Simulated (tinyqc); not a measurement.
Reaction control against transport control: chemical vapour deposition: Grove model, boundary layer, depletion and step coverage. Computed by tinyqc, a small Python program. Command: `OMP_NUM_THREADS=1 python tinyqc.py 3023270 3023271 out.jsonl cvd walk`. One thread of a shared host (Intel(R) Xeon(R) Processor @ 2.30GHz), about 0.01 s of CPU time with the checks.

A precursor diffuses to the surface and reacts there at first order; each molecule that reacts adds one formula unit of film.

Inputs (values chosen for the exercise, close to those used for tungsten from its fluoride):

| quantity | value | unit |
|---|---|---|
| prefactor k0 of k_s | 1.1e+06 | cm/s |
| activation energy E | 0.721 | eV |
| temperature T | 510 | C |
| total pressure p | 50 | torr |
| mole fraction of the precursor Y | 0.011 | - |
| gas diffusivity D0 at 273.15 K and 760 torr | 0.33 | cm^2/s |
| film density N | 6.3e+22 | formula units/cm^3 |
| gas velocity U | 13 | cm/s |
| kinematic viscosity nu0 at 273.15 K and 760 torr | 0.17 | cm^2/s |
| susceptor length L | 32 | cm |
| channel height b | 6 | cm |

Reactor: horizontal, reduced pressure.

Constants: k_B = 8.617333262e-05 eV/K; k_B = 1.380649e-23 J/K.

Method:
- k_s = k0 exp(-E/(k_B T)); C_g = Y p/(k_B T), 1 torr = 133.322 Pa; D = D0 (T/273.15)^1.75 (760/p).
- nu = nu0 (T/273.15)^1.75 (760/p); Re = U L/nu; mean boundary layer delta = (2/3) L/sqrt(Re), at most b/2; h_g = D/delta.
- Fluxes in series: C_s = C_g/(1 + k_s/h_g); growth rate G = k_s h_g/(k_s + h_g) C_g/N; 1 cm/s = 6e8 nm/min.
- Temperatures in kelvin are T(C) + 273.15.

Rates:

| T (C) | k_s (cm/s) | h_g (cm/s) | G (nm/min) | reaction limit (nm/min) | transport limit (nm/min) |
|---|---|---|---|---|---|
| 310 | 6.4605e-01 | 6.304 | 50.83 | 56 | 546.84 |
| 360 | 2.0061e+00 | 7.281 | 125.64 | 160 | 581.64 |
| 410 | 5.2770e+00 | 8.316 | 239.04 | 391 | 615.76 |
| 460 | 1.2166e+01 | 9.411 | 366.08 | 839 | 649.26 |
| 510 | 2.5210e+01 | 10.562 | 480.76 | 1628 | 682.20 |
| 560 | 4.7865e+01 | 11.771 | 573.56 | 2906 | 714.61 |
| 610 | 8.4516e+01 | 13.035 | 646.79 | 4841 | 746.54 |
| 660 | 1.4041e+02 | 14.353 | 705.86 | 7611 | 778.02 |
| 710 | 2.2153e+02 | 15.726 | 755.45 | 11397 | 809.08 |

What does the comparison show, and why?

The apparent activation energy of G is 0.58 eV between the first rows and 0.11 eV between the last, against E = 0.721 eV. k_s passes h_g between 410 and 460 C, where control shifts from the surface to the gas. In the reaction limit the slope is E - k_B T, because C_g falls as 1/T; any further lowering comes from transport.

Extremes, crossings and ranges named in words are read from the listed rows.
